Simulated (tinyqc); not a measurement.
# On-chip interconnect, size-dependent resistivity and RC delay: what changes with what

A rectangular line between two neighbours and two ground planes. Surface and grain-boundary scattering are added to the bulk resistivity as corrections; capacitances are parallel-plate values without fringing; inductance is ignored.

Parameters, values chosen for the exercise; metal values close to those of copper: bulk resistivity rho0 = 1.7 uohm cm; bulk mean free path lam = 39.9 nm; specular share of surface scattering ps = 0.2; reflection coefficient of grain boundaries Rg = 0.56; grain size over the metal width gr = 0.7; drawn line width wd = 27 nm; aspect ratio, height over width AR = 2; liner on both walls and the bottom, not conducting tl = 1.6 nm; space to the neighbouring lines sp = 32 nm; dielectric height to the planes above and below hd = 41 nm; relative permittivity of the dielectric ek = 2.7; Miller factor of the neighbours Mf = 1; line length Lw = 25 um; driver resistance Rd = 1800 ohm; load capacitance Cl = 0.08 fF; bulk resistivity of the second metal (close to iridium) rho2 = 5.25 uohm cm; mean free path of the second metal lam2 = 6.96 nm; liner of the second metal tl2 = 0.3 nm.

Constants: eps0 = 8.8541878128e-12 F/m. Results are converted to the units shown.

Each table varies one quantity; the others keep the values above.

## Delay against the space to the neighbouring lines

Metal width x = wd - 2 tl, height y = AR wd - tl; grain boundaries (Mayadas-Shatzkes): al = (lam/(gr x)) Rg/(1 - Rg), g = 1/[1 - 3 al/2 + 3 al^2 - 3 al^3 ln(1 + 1/al)] - 1; surfaces (Fuchs-Sondheimer, thick limit): s = (3/8) lam (1 - ps)(1/x + 1/y); rho = rho0 (1 + g + s); r = rho/(x y); c = eps0 ek (2 wd/hd + 2 Mf AR wd/sp). Elmore delay tE = Rd (c Lw + Cl) + r Lw (c Lw/2 + Cl); t50 is the time at which the far end of a ladder of 30 pi sections (half capacitances at both ends, Cl at the far end, a step applied through Rd) reaches half the step; line share r Lw/(Rd + r Lw); estimate 0.69 Rd (c Lw + Cl) + 0.38 r c Lw^2 + 0.69 r Lw Cl.

The same in every row: rho (uohm cm) = 9.949; r (ohm/um) = 79.78; line share of the resistance (%) = 52.56.

Results:
```
sp (nm)  c (fF/um)  tE (ps)  t50 (ps)  estimate (ps)
14          0.2159    15.40     11.21          11.00
19          0.1674    12.01     8.743          8.578
26          0.1308    9.450     6.881          6.749
50         0.08312    6.116     4.455          4.365
70         0.06837    5.085     3.704          3.628
97         0.05810    4.367     3.181          3.114
140        0.04993    3.795     2.765          2.706
```

Estimate the missing row, sp = 36 nm.

Computed row:
```
sp (nm)  c (fF/um)  tE (ps)  t50 (ps)  estimate (ps)
36          0.1032    7.521     5.477          5.369
```

With this row back in the table: As sp goes from 14 to 140, r stays at 79.8 ohm/um, c falls from 0.216 to 0.0499 fF/um and t50 falls from 11.2 to 2.77 ps. t50/tE lies between 0.728 and 0.729, and the estimate is within 2.2 % of t50.

## Two metals against line width

Metal width x = wd - 2 tl, height y = AR wd - tl; grain boundaries (Mayadas-Shatzkes): al = (lam/(gr x)) Rg/(1 - Rg), g = 1/[1 - 3 al/2 + 3 al^2 - 3 al^3 ln(1 + 1/al)] - 1; surfaces (Fuchs-Sondheimer, thick limit): s = (3/8) lam (1 - ps)(1/x + 1/y); rho = rho0 (1 + g + s); r = rho/(x y). The second metal has rho2, lam2 and tl2 in place of rho0, lam and tl; ps, Rg, gr and AR are shared.

Two metals against line width:
```
wd (nm)  rho, first (uohm cm)  rho, second (uohm cm)  r, first (ohm/um)  r, second (ohm/um)  ratio second/first
6.5                     59.59                  23.27            1.584e4                3105              0.1960
8                       41.72                  19.67               6036                1693              0.2805
10                      30.09                  16.65               2405               899.2              0.3739
13                      21.50                  13.94              898.9               437.4              0.4866
17                      15.82                  11.86              353.9               214.6              0.6064
22                      12.11                  10.34              151.9               110.6              0.7282
30                      9.039                  8.985              57.75               51.19              0.8865
45                      6.438                  7.747              17.42               19.45               1.116
70                      4.691                  6.863              5.074               7.079               1.395
120                     3.431                  6.197              1.232               2.165               1.757
```

The resistivity of the first metal falls from 59.6 to 3.43 uohm cm and that of the second goes from 23.3 to 6.20 uohm cm as the line widens. The products rho0 lam, which set the size effect, are 67.8 and 36.5 uohm cm nm. The two resistances cross at wd = 36.9 nm: below it the second metal gives the lower line resistance. For widths well under the mean free path the thick-limit surface term is only a guide.

Range of the model: The metal width is under the mean free path, where the thick-limit surface term and the simple sum of corrections lose accuracy.

tinyqc, about 0.01 s, one thread, Intel Xeon 2.30GHz (shared host): `OMP_NUM_THREADS=1 python tinyqc.py 2100139 2100140 out.jsonl`
